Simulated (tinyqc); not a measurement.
Double-gate transistor, scale length and short-channel effects: two steps of the calculation.

A body of thickness ts between two insulators of thickness ti and two tied gates. Below threshold the potential that source and drain add obeys Laplace's equation and vanishes on the gate. Its lowest mode decays along the channel as exp(-k y); k is the smallest positive root of the matching condition at the interface, and the scale length is Lambda = pi/k.

Inputs (values chosen for the exercise); permittivities: semiconductor close to that of gallium nitride, insulator close to that of hafnium oxide:

| symbol | value | unit | meaning |
|---|---|---|---|
| T | 300 | K | temperature |
| eps_r | 9.46 |  | relative permittivity of the semiconductor |
| ei | 21.6 |  | relative permittivity of the insulator |
| ti | 6.4 | nm | insulator thickness |
| ts | 13.8 | nm | body thickness |
| L | 49 | nm | channel length |
| Vbi | 0.87 | V | potential of the source |
| sT | 0.5 | V | potential of the barrier top at threshold |
| VTL | 0.34 | V | long-channel threshold |
| m | 1 |  | long-channel body factor |
| Vds | 0.5 | V | drain voltage |

Constants: q = 1.602176634e-19 C, kB = 1.380649e-23 J/K, Vt = kB T/q. Results are converted to the units shown.

Task 1. Decay constant by Newton steps. f(k) = ei cos(k ti) cos(k ts/2) - eps_r sin(k ti) sin(k ts/2); f' by a central difference with +/- 1e-5 1/nm; k(new) = k - f/f'.

k after iteration 1 = 0.14678153 1/nm

Find: f; f'; k after iteration 2.

Result 1.

f = 0.2731
f' = -191.9 nm
k after iteration 2 = 0.1482 1/nm

Task 2. Threshold shift, barrier position and swing. Along the channel psi(y) = s + a exp(y/l) + b exp(-y/l) with psi(0) = Vbi, psi(L) = Vbi + Vds and l = 1/k = Lambda/pi; with A = Vbi - s, B = A + Vds, x = exp(-L/l): a = (B - A x) x/(1 - x^2), b = (A - B x)/(1 - x^2). The minimum is s + 2 sqrt(a b), at y = (l/2) ln(b/a). The long-channel potential follows the gate as s = sT + (Vg - VTL)/m, and the threshold VT is the gate voltage at which the minimum equals sT. Swing = m Vt ln 10/g at threshold, g = d(minimum)/ds = 1 - (b x + a)/((1 + x) sqrt(a b)).

l = 6.7471830 nm

Wanted: s at threshold; a; b; position of the minimum; VT; swing.

Result 2.

s at threshold = 0.4681 V
a = 6.325e-4 V
b = 0.4012 V
position of the minimum = 21.77 nm
VT = 0.3081 V
swing = 63.15 mV/decade

The threshold lies 31.9 mV below the long-channel value, and the barrier top sits at 0.44 L from the source.

Numbers from tinyqc (`OMP_NUM_THREADS=1 python tinyqc.py 2420060 2420061 out.jsonl`; about 0.01 s on one thread of a shared Intel Xeon 2.30GHz).
